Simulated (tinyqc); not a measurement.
Course in time: spin coating of a resist or spin-on film: centrifugal thinning, evaporation and the final thickness (Emslie and Meyerhofer models). Computed by tinyqc, a small Python program. Command: `OMP_NUM_THREADS=1 python tinyqc.py 3112732 3112733 out.jsonl spincoat walk`. One thread of a shared host (Intel(R) Xeon(R) Processor @ 2.30GHz), about 0.1 s of CPU time with the checks.

A Newtonian film stays uniform over the wafer; solvent and solids have the same density and the concentration is uniform through the thickness.

Inputs (values chosen for the exercise, of the order of those of a polymer resist in an ester solvent): solids volume fraction c0 = 0.081; kinematic viscosity of the solvent nu_s = 1.5 mm^2/s; viscosity constant k = 770 mm^2/s; viscosity exponent gamma = 2.7; spin speed f = 5000 rpm; evaporation rate at 1000 rpm e0 = 0.26 micrometre/s; starting thickness h0 = 500 micrometre; wafer radius R = 100 mm; shrinkage in the bake = 10 %.

Method:
- omega = 2 pi f/60; nu(c) = nu_s + k c^gamma; evaporation rate e = e0 sqrt(f/1000 rpm).
- Flow constant K = 2 omega^2/(3 nu(c0)); Reynolds number of the air omega R^2/nu_air with nu_air = 15 mm^2/s.
- Meyerhofer estimate: flow rules until (1 - c0) K h^3 = e, then evaporation alone: h_w = (e/((1 - c0) K))^(1/3), dry film c0 h_w.
- Full model for solids s and liquid l per area, h = s + l, c = s/h: ds/dt = -c Q, dl/dt = -(1 - c) Q - e, Q = 2 omega^2 h^3/(3 nu(c)); integrated adaptively (relative tolerance 1e-9) until l = 0.
- Dry film = s at l = 0, before the bake; film after the bake = s x (1 - shrinkage).
- Times are fractions of the time to dry.

omega = 523.599 1/s

evaporation rate e = 0.581378 micrometre/s

dry film = 179.898 nm

dry film, estimate = 163.355 nm

History:
```
fraction   t (s)  h (micrometre)        c  nu (mm^2/s)         Q/e  s (nm)
0.003     0.0122          23.016  0.08102        2.370  1.6170e+03  1864.6
0.010     0.0407          12.610  0.08110        2.373  2.6569e+02  1022.7
0.030     0.1221           7.267  0.08153        2.385  5.0574e+01   592.4
0.100     0.4070           3.927  0.08429        2.469  7.7097e+00   331.0
0.200     0.8140           2.690  0.09082        2.685  2.2789e+00   244.3
0.350     1.4246           1.887  0.10658        3.325  6.3571e-01   201.1
0.500     2.0351           1.402  0.13269        4.797  1.8073e-01   186.1
0.700     2.8491           0.892  0.20229       11.795  1.8942e-02   180.5
0.900     3.6631           0.417  0.43190       81.305  2.7946e-04   179.9
```

What follows from these numbers?

Q/e drops below 1 between t = 0.81 and 1.4 s, when c has risen from 0.081 to about 0.107; after that row the solids fall by a further 11 %. The full model gives 1.10 times the two-stage estimate. Caution: above a Reynolds number of about 3e5 the air flow near the rim turns turbulent, and evaporation is no longer uniform.
